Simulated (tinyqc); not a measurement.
# Pull-up strength from the switching point

Inverse problem. Transistor (EKV form, voltages against the body): I = 2 n b Vt^2 [F(vp - Vs) - F(vp - Vd)] from drain to source, F(v) = ln^2(1 + exp(v/(2 Vt))), vp = (Vg - VT + sg |Vd - Vs|)/n. n-channel bodies are at 0; for the p-channel device all voltages are counted down from Vdd. b in uA/V^2 gives I in uA. In an inverter In(Vg = Vd = VM) equals Ip at the switching point VM. Find bp and the current there.

Parameters, values chosen for the exercise:
```
symbol,value,unit,meaning
T,250,K,temperature
Vdd,0.8,V,supply voltage
n,1.27,,slope factor
sg,0.078,,drain-induced barrier lowering
VTn,0.27,V,n-channel threshold
VTp,0.39,V,p-channel threshold (magnitude)
bn,150,uA/V^2,gain factor of the pull-down transistor
```

Constants: q = 1.602176634e-19 C, kB = 1.380649e-23 J/K, Vt = kB T/q. Results are converted to the units shown.

VM = 0.309326851 V

Answer. Ip is proportional to bp, so bp is In(VM) over the p-channel current for unit b.

bp = 45.0 uA/V^2
current at VM = 0.363 uA

Program tinyqc, `OMP_NUM_THREADS=1 python tinyqc.py 2340118 2340119 out.jsonl`; Intel Xeon 2.30GHz, shared host, one thread, about 0.06 s.
